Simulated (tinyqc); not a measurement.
Trap density and cross-section from triangular pulses.

Question. In charge pumping, for a flat interface trap density D0 and a symmetric triangular wave, Qcp = -2 q A D0 Vt ln[vth s ni (dV/Va)/(2 f)], with s the geometric mean cross-section. Find D0, the frequency f0 where the line meets zero, and s.

Parameters, values chosen for the exercise:

| symbol | value | unit | meaning |
|---|---|---|---|
| T | 300 | K | temperature |
| A | 92 | um^2 | gate area |
| vth | 1.8e7 | cm/s | thermal velocity at 300 K, one nominal value for electrons and holes |
| dV | 0.86 | V | Vth - Vfb |
| Va | 2.4 | V | pulse height |

Constants: q = 1.602176634e-19 C, kB = 1.380649e-23 J/K, Vt = kB T/q. Results are converted to the units shown.

Qcp at f = 50000 and 5e5 Hz (fC): [12.031522, 15.716691]
ni = 1.0640365e10 cm^-3

Solution. Qcp is linear in ln f: the slope gives D0 and the zero gives s = 2 f0 Va/(vth ni dV).

D0 = 2.10e11 cm^-2 eV^-1
f0 = 27.2 Hz
s = 7.92e-16 cm^2

Program tinyqc, `OMP_NUM_THREADS=1 python tinyqc.py 2030054 2030055 out.jsonl`; Intel Xeon 2.30GHz, shared host, one thread, about 0.01 s.
